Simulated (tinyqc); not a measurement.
Harmonic frequencies on the UHF/sto-3g surface (energies and gradients from PySCF), for H2+, spin multiplicity 2, step by step. One step of it, computed by the program tinyqc.

Task: Normal modes. Diagonalise H_ij / sqrt(m_i m_j); the 5 smallest eigenvalues belong to translations and rotations; wavenumber = sqrt(eigenvalue / 1822.888) x 219474.63; each mode has its largest component positive (the first on a tie); zero-point energy = sum of wavenumbers / 2, with 349.755 1/cm per kcal/mol. A mass of 2.014 u marks deuterium.

Hessian (symmetrised) (hartree/bohr^2), lower triangle:
```
             1Hx          1Hy          1Hz          2Hx          2Hy         2Hz
1Hx  -0.00000051
1Hy   0.00000000  -0.00000051
1Hz   0.00000000   0.00000000   0.14365664
2Hx   0.00000051   0.00000000   0.00000000  -0.00000051
2Hy   0.00000000   0.00000051   0.00000000   0.00000000  -0.00000051
2Hz   0.00000000   0.00000000  -0.14365664   0.00000000   0.00000000  0.14365664
```

masses (u): 1H 2.014102, 2H 1.007825

Give: eigenvalues of the mass-weighted Hessian; harmonic wavenumbers of the vibrations; mass-weighted modes; zero-point energy.

Result:

eigenvalues of the mass-weighted Hessian (hartree/(bohr^2 u)): 0.0000  0.0000  0.0000  0.0000  0.0000  0.2139

harmonic wavenumbers of the vibrations (1/cm): 2377.3

mass-weighted modes:
```
      mode 1
1Hx   0.0000
1Hy   0.0000
1Hz  -0.5775
2Hx   0.0000
2Hy   0.0000
2Hz   0.8164
```

zero-point energy = 3.3985 kcal/mol
